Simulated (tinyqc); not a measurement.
# p-i-n power rectifier, conductivity modulation at high injection: two studies

A drift layer from x = -d to d (2 d = W) between ideal p+ and n+ emitters (no recombination in them). High injection, n = p, ambipolar diffusion with one lifetime; both mobilities scale as (T/300 K)^(-bt).

Parameters, values chosen for the exercise; bulk values close to those of silicon: temperature T = 450 K; relative permittivity eps_r = 11.9; critical-field constant Kc = 4110 V/cm per (cm^-3)^(1/8); rated breakdown voltage of the drift layer BV = 400 V; drift mobility at 300 K mud = 1250 cm^2/(V s); temperature exponent of the drift mobility bt = 2.2; hole mobility at 300 K mup = 412 cm^2/(V s); band gap Eg = 1.11 eV; conduction-band density of states at T Nc = 5.14e19 cm^-3; valence-band density of states at T Nv = 4.87e19 cm^-3; forward current density J = 50 A/cm^2; ramp rate of the current at turn-off a = 990 A/(cm^2 us); high-level lifetime tau = 8.7e-8 s.

Constants: q = 1.602176634e-19 C, kB = 1.380649e-23 J/K, Vt = kB T/q, eps0 = 8.8541878128e-14 F/cm where lengths are in cm. Results are converted to the units shown.

Each table varies one quantity; the others keep the values above.

## Forward voltage and stored charge against the high-level lifetime

Triangular field at breakdown with Ec = Kc N^(1/8): BV = eps0 eps_r Ec^2/(2 q N), so N = (eps0 eps_r Kc^2/(2 q BV))^(4/3); W = 2 BV/Ec; mu = mud (T/300 K)^(-bt); rho = 1/(q mu N); ideal resistance rho W. Da = 2 mun mup Vt/(mun + mup), La = sqrt(Da tau), B = (mun - mup)/(mun + mup) with mun = mud (T/300 K)^(-bt), mup likewise; n(x) = (tau J/(2 q La)) [cosh(x/La)/sinh(d/La) - B sinh(x/La)/cosh(d/La)]. Ohmic drop: integral of J/(q (mun + mup) n); diffusion (Dember) drop Vt B ln(n(-d)/n(d)); both junctions together Vt ln(n(-d) n(d)/ni^2), ni = sqrt(Nc Nv) exp(-Eg/(2 Vt)), Eg in volts; V_F = the sum; stored charge q times the integral of n. Integrals on a fine grid. Peak reverse current if all stored charge left in a linear ramp without recombination (an upper bound): sqrt(2 a Q). Rows where n falls below the doping are left out.

The same in every row: J rho W (V) = 2.292.

Forward voltage and stored charge against the high-level lifetime:

| tau (s) | d/La | drift drop, ohmic and diffusion (V) | junction drops (V) | V_F (V) | Q (uC/cm^2) | sqrt(2 a Q) (A/cm^2) | lowest n over N |
|---|---|---|---|---|---|---|---|
| 3.2e-8 | 2.409 | 0.5225 | 0.4310 | 0.9535 | 1.600 | 56.28 | 1.947 |
| 6.6e-8 | 1.677 | 0.2143 | 0.4655 | 0.6798 | 3.300 | 80.83 | 6.071 |
| 1.4e-7 | 1.152 | 0.09637 | 0.5084 | 0.6048 | 7.000 | 117.7 | 16.55 |
| 2.9e-7 | 0.8003 | 0.04686 | 0.5555 | 0.6024 | 14.50 | 169.4 | 39.49 |
| 6e-7 | 0.5564 | 0.02310 | 0.6063 | 0.6294 | 30.00 | 243.7 | 88.46 |
| 1.3e-6 | 0.3780 | 0.01085 | 0.6628 | 0.6737 | 65.00 | 358.7 | 200.3 |
| 2.6e-6 | 0.2673 | 0.005478 | 0.7149 | 0.7204 | 130.0 | 507.3 | 408.7 |

V_F goes from 0.954 through a minimum of 0.602 (at tau = 2.9e-7 among the rows listed) to 0.720 V; the drift drop falls from 0.523 to 0.00548 V and the junction drops rise from 0.431 to 0.715 V. The minimum falls at d/La = 0.80: a short lifetime starves the middle of the layer, a long one raises the edge densities and with them the junction drops. Where n exceeds a few 1e17 cm^-3, emitter and Auger recombination, left out here, lower n and change V_F.

## Forward voltage and stored charge against the forward current density

Same model as above.

The same in every row: d/La = 1.461; drift drop, ohmic and diffusion (V) = 0.1581.

Results:

| J (A/cm^2) | junction drops (V) | V_F (V) | Q (uC/cm^2) | sqrt(2 a Q) (A/cm^2) | lowest n over N | J rho W (V) |
|---|---|---|---|---|---|---|
| 10 | 0.3556 | 0.5138 | 0.8700 | 41.50 | 1.784 | 0.4583 |
| 30 | 0.4408 | 0.5990 | 2.610 | 71.89 | 5.351 | 1.375 |
| 100 | 0.5342 | 0.6923 | 8.700 | 131.2 | 17.84 | 4.583 |
| 300 | 0.6194 | 0.7775 | 26.10 | 227.3 | 53.51 | 13.75 |
| 800 | 0.6955 | 0.8536 | 69.60 | 371.2 | 142.7 | 36.66 |

Estimate the missing row, J = 60 A/cm^2.

Computed row:

| J (A/cm^2) | junction drops (V) | V_F (V) | Q (uC/cm^2) | sqrt(2 a Q) (A/cm^2) | lowest n over N | J rho W (V) |
|---|---|---|---|---|---|---|
| 60 | 0.4946 | 0.6527 | 5.220 | 101.7 | 10.70 | 2.750 |

With this row back in the table: V_F rises from 0.514 to 0.854 V; the drift drop stays at 0.158 V and the junction drops rise from 0.356 to 0.695 V. The drift drop does not depend on J, since n grows in proportion to it. The unipolar drop J rho W is below V_F for J up to 10.

Numbers from tinyqc (`OMP_NUM_THREADS=1 python tinyqc.py 2230117 2230118 out.jsonl`; about 0.01 s on one thread of a shared Intel Xeon 2.30GHz).
